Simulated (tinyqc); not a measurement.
Spin coating of a resist or spin-on film: centrifugal thinning, evaporation and the final thickness (Emslie and Meyerhofer models): one step, computed by the program tinyqc.

A Newtonian film stays uniform over the wafer; solvent and solids have the same density and the concentration is uniform through the thickness.

Problem. Thinning without evaporation. dh/dt = -K h^3 gives h = h0/sqrt(1 + 2 K h0^2 t); for long times h = 1/sqrt(2 K t).

Inputs (values chosen for the exercise, of the order of those of a polymer resist in an ester solvent): starting thickness h0 = 500 micrometre; time t = 6.4 s.

flow constant K = 5.585041e-04 1/(micrometre^2 s)

Give: h(t) without evaporation; long-time form; time 1/(2 K h0^2).

Solution.

h(t) without evaporation = 11.82 micrometre

long-time form = 11.83 micrometre

time 1/(2 K h0^2) = 0.003581 s

The long-time form is within 0.028 %: the starting thickness is forgotten.
